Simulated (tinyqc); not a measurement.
# Gate work function from the charge

Problem. For an undoped double gate, Q = 8 eps0 eps_r Vt beta tan(beta)/ts with 0 < beta < pi/2, and at the source (Vg - dphi)/(2 Vt) - ln[(2/ts) sqrt(2 eps0 eps_r Vt/(q ni))] = ln(beta) - ln(cos beta) + 2 r beta tan(beta), r = eps_r tox/(eox ts). Find beta and dphi.

Parameters, values chosen for the exercise; material values close to those of silicon:

| symbol | value | unit | meaning |
|---|---|---|---|
| T | 250 | K | temperature |
| eps_r | 11.6 |  | relative permittivity of the semiconductor |
| eox | 4.03 |  | relative permittivity of the gate insulator |
| tox | 1.1 | nm | insulator thickness |
| ts | 20 | nm | body thickness |
| Vg | 0.28 | V | gate voltage |

Constants: q = 1.602176634e-19 C, kB = 1.380649e-23 J/K, Vt = kB T/q, eps0 = 8.8541878128e-14 F/cm where lengths are in cm. Results are converted to the units shown.

Qs = 0.97096851 nC/cm^2
ni = 1.0685121e8 cm^-3

Solution. beta tan(beta) rises from 0 without bound on the interval, so the charge fixes beta; the second relation is then explicit in dphi.

beta = 0.1045
dphi = -0.09000 V

Program tinyqc, `OMP_NUM_THREADS=1 python tinyqc.py 2440076 2440077 out.jsonl`; Intel Xeon 2.30GHz, shared host, one thread, about 0.01 s.
